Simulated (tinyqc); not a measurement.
# Floating body of a partially depleted SOI transistor: body voltage and kink, step by step

Program tinyqc, `OMP_NUM_THREADS=1 python tinyqc.py 2182036 2182037 out.jsonl`; Intel Xeon 2.30GHz, shared host, one thread, about 0.2 s. Printed values are rounded.

Source at 0 V. Channel current Ic = 2 nf K Vt^2 [F(0) - F(Vd)](1 + la Vd), F(V) = ln^2(1 + exp((Vg - VT - nf V)/(2 nf Vt))), VT = VT0 - gb Vb. Saturation voltage Vs = 2 Vt sqrt(F(0)) + 3 Vt, excess Ve = (Vd - Vs + sqrt((Vd - Vs)^2 + 0.0004 V^2))/2, multiplication M1 = Ai Ve exp(-Bl/Ve). Each junction passes D(v) = J1 (exp(v/Vt) - 1) + J2 (exp(v/(2 Vt)) - 1). Bipolar current Ib = bb J1 (exp(Vb/Vt) - 1). The body settles where M1 (Ic + Ib) = D(Vb) + D(Vb - Vd) + Vb/Rb; drain current Id = (1 + M1)(Ic + Ib) - D(Vb - Vd).

Parameters, values chosen for the exercise; values of the order met in partially depleted silicon-on-insulator transistors: temperature T = 300 K; threshold at zero body voltage VT0 = 0.47 V; fall of the threshold per volt of body voltage gb = 0.23; slope factor nf = 1.21; gain factor per width K = 130 uA/(V^2 um); channel-length modulation factor la = 0.05 1/V; impact-ionisation prefactor Ai = 1.33 1/V; impact-ionisation voltage Bl = 4.9 V; diffusion saturation current of each junction J1 = 9e-12 uA/um; recombination saturation current of each junction J2 = 7.1e-9 uA/um; gain of the lateral bipolar transistor on the diffusion current bb = 1; resistance of a weak body tie to the source (1e9 stands for no tie, and the term is then dropped) Rb = 1e9 kohm um; gate voltage Vg = 0.85 V; drain voltage Vd = 1.3 V.

Constants: q = 1.602176634e-19 C, kB = 1.380649e-23 J/K, Vt = kB T/q. Results are converted to the units shown.

Range of the model: The multiplication law is an empirical form chosen for the exercise; self-heating and capacitive coupling to the body are left out, and the linear laws are rough once Vb passes about 0.7 V or M1 about 0.1.

## Starting value

Vb = 0.63 V.

Vb at the start = 0.63 V

## Iteration 1: new Vb

Current into the body I_in = M1 (Ic + Ib) - D(Vb - Vd), current out I_out = D(Vb) + Vb/Rb; f = ln(I_in/I_out), s = df/dVb by central differences over 1e-5 V, Vb(new) = Vb - f/s.

Ic = 15.7636 uA/um
Ve = 0.788757 V
M1 = 0.00210294
I_in = 0.0338752 uA/um
I_out = 0.346356 uA/um
f = -2.32478
s = -38.6558 1/V
Vb after iteration 1 = 0.569859 V

## Iteration 2: new Vb

As before.

Ic = 14.9439 uA/um
Ve = 0.800184 V
M1 = 0.00233131
I_in = 0.0349175 uA/um
I_out = 0.0341210 uA/um
f = 0.0230752
s = -39.1422 1/V
Vb after iteration 2 = 0.570449 V

## Course of the iteration

Stop when the step is below 1e-10 V, or after 40 iterations.

Course of the iteration:
```
iteration	Vb before the step (V)	step (V)
1	0.63	-0.0601
2	0.569859	5.90e-4
3	0.570449	-1.16e-8
4	0.570449	0
```

Converged in 4 iterations.

## Drain current with floating and with grounded body

converged Vb = 0.570449 V

Id and VT at the converged Vb, Id at Vb = 0, their ratio, and the bipolar share Ib/(Ic + Ib).

VT = 0.338797 V
Id, floating = 15.0212 uA/um
Id, grounded = 8.31286 uA/um
ratio = 1.80698
bipolar share = 0.229967 %

The body rises to 0.570 V and lowers the threshold by 131 mV.
